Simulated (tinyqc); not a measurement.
Inside a calculation. Model: floating body of a partially depleted SOI transistor: body voltage and kink.

Program tinyqc, `OMP_NUM_THREADS=1 python tinyqc.py 2182070 2182071 out.jsonl`; Intel Xeon 2.30GHz, shared host, one thread, about 0.2 s. Printed values are rounded.

Source at 0 V. Channel current Ic = 2 nf K Vt^2 [F(0) - F(Vd)](1 + la Vd), F(V) = ln^2(1 + exp((Vg - VT - nf V)/(2 nf Vt))), VT = VT0 - gb Vb. Saturation voltage Vs = 2 Vt sqrt(F(0)) + 3 Vt, excess Ve = (Vd - Vs + sqrt((Vd - Vs)^2 + 0.0004 V^2))/2, multiplication M1 = Ai Ve exp(-Bl/Ve). Each junction passes D(v) = J1 (exp(v/Vt) - 1) + J2 (exp(v/(2 Vt)) - 1). Bipolar current Ib = bb J1 (exp(Vb/Vt) - 1). The body settles where M1 (Ic + Ib) = D(Vb) + D(Vb - Vd) + Vb/Rb; drain current Id = (1 + M1)(Ic + Ib) - D(Vb - Vd).

Parameters, values chosen for the exercise; values of the order met in partially depleted silicon-on-insulator transistors:
```
symbol    value         unit                                                                                            meaning
T           300            K                                                                                        temperature
VT0        0.32            V                                                                     threshold at zero body voltage
gb         0.18                                                                  fall of the threshold per volt of body voltage
nf         1.32                                                                                                    slope factor
K           450  uA/(V^2 um)                                                                              gain factor per width
la         0.04          1/V                                                                   channel-length modulation factor
Ai         1.03          1/V                                                                        impact-ionisation prefactor
Bl          8.9            V                                                                          impact-ionisation voltage
J1      2.1e-13        uA/um                                                      diffusion saturation current of each junction
J2       5.2e-8        uA/um                                                  recombination saturation current of each junction
bb          0.5                                                 gain of the lateral bipolar transistor on the diffusion current
Rb          1e9      kohm um  resistance of a weak body tie to the source (1e9 stands for no tie, and the term is then dropped)
Vg         0.56            V                                                                                       gate voltage
Vd          2.5            V                                                                                      drain voltage
```

Constants: q = 1.602176634e-19 C, kB = 1.380649e-23 J/K, Vt = kB T/q. Results are converted to the units shown.

Range of the model: The multiplication law is an empirical form chosen for the exercise; self-heating and capacitive coupling to the body are left out, and the linear laws are rough once Vb passes about 0.7 V or M1 about 0.1.

## Starting value

Vb = 0.67 V.

Vb at the start = 0.67 V

## Iteration 1: new Vb

Current into the body I_in = M1 (Ic + Ib) - D(Vb - Vd), current out I_out = D(Vb) + Vb/Rb; f = ln(I_in/I_out), s = df/dVb by central differences over 1e-5 V, Vb(new) = Vb - f/s.

Ic = 24.42780 uA/um
Ve = 2.149047 V
M1 = 0.03519725
I_in = 0.8604572 uA/um
I_out = 0.05988778 uA/um
f = 2.664991
s = -30.85806 1/V
Vb after iteration 1 = 0.7563629 V

## Iteration 2: new Vb

As before.

Ic = 26.56733 uA/um
Ve = 2.137324 V
M1 = 0.03421905
I_in = 0.9273811 uA/um
I_out = 1.185229 uA/um
f = -0.2453271
s = -35.40038 1/V
Vb after iteration 2 = 0.7494328 V

## Iteration 3: new Vb

As before.

Ic = 26.39225 uA/um
Ve = 2.138265 V
M1 = 0.03429692
I_in = 0.9191804 uA/um
I_out = 0.9193950 uA/um
f = -2.334051e-4
s = -35.32164 1/V
Vb after iteration 3 = 0.7494262 V

## Course of the iteration

Stop when the step is below 1e-10 V, or after 40 iterations.

Course of the iteration:
```
iteration  Vb before the step (V)   step (V)
1                            0.67     0.0864
2                       0.7563629   -6.93e-3
3                       0.7494328   -6.61e-6
4                       0.7494262  -1.00e-11
```

Converged in 4 iterations.

## Drain current with floating and with grounded body

converged Vb = 0.7494262 V

Id and VT at the converged Vb, Id at Vb = 0, their ratio, and the bipolar share Ib/(Ic + Ib).

VT = 0.1851033 V
Id, floating = 27.71957 uA/um
Id, grounded = 11.45626 uA/um
ratio = 2.419601
bipolar share = 1.523541 %

The body rises to 0.749 V and lowers the threshold by 135 mV.
